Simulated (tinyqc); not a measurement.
MOSFET in the linear regime without short-channel effects, parameter extraction from computed curves: one step of the calculation.

Inversion charge Q = Cox n Vt W0(exp((Vg - VT)/(n Vt))), W0 the Lambert function and n = nf; u = Q/Cox; mobility mu = mu0/(1 + th1 u + th2 u^2); channel resistance Rch = (L - dL)/(W mu Q); Id = Vd/(Rch + Rsd/W). Cox = eps0 eox/tox. Small Vd, no channel-length or drain effects.

Question. Threshold and mobility at the peak transconductance. gm_i = (Id_(i+1) - Id_(i-1))/(Vg_(i+1) - Vg_(i-1)); at the point j of largest gm the tangent meets the axis at V_ext = Vg_j - Id_j/gm_j; field-effect mobility gm_j L/(W Cox Vd) with the drawn L.

Inputs (values chosen for the exercise); channel values of the order met in silicon transistors:
- eox = 8.76 (relative permittivity of the gate insulator (close to aluminium oxide))
- tox = 4.5 nm (insulator thickness)
- mu0 = 200 cm^2/(V s) (low-field mobility)
- VT = 0.46 V (threshold voltage)
- W = 10 um (gate width)
- L = 0.18 um (drawn gate length)
- dL = 0.006 um (drawn less effective length)
- Vd = 0.025 V (drain voltage)

Constants: eps0 = 8.8541878128e-14 F/cm where lengths are in cm. Results are converted to the units shown.

```
point  Vg (V)       Id (uA)
0         0.3  0.0067841926
1        0.38    0.26359220
2        0.46     6.0593422
3        0.54     28.073565
4        0.62     56.854540
5         0.7     86.342522
6        0.78     114.94149
7        0.86     142.18672
8        0.94     167.96146
9        1.02     192.27731
10        1.1     215.19695
```

Give: gm; j; V_ext; field-effect mobility.

Answer.

gm, point 1 to 9 (uS): 37.83  173.8  317.5  364.2  363.0  349.0  331.4  313.1  295.2
j = 4
V_ext = 0.4639 V
field-effect mobility = 152.1 cm^2/(V s)

V_ext is 3.9 mV above the model VT, and the mobility so found is 26 % below mu0 L/(L - dL) = 207 cm^2/(V s), the value for the drawn L; attenuation, series resistance and the slow approach of Q to a straight line all lower the peak gm.

tinyqc, about 0.01 s, one thread, Intel Xeon 2.30GHz (shared host): `OMP_NUM_THREADS=1 python tinyqc.py 2210131 2210132 out.jsonl`
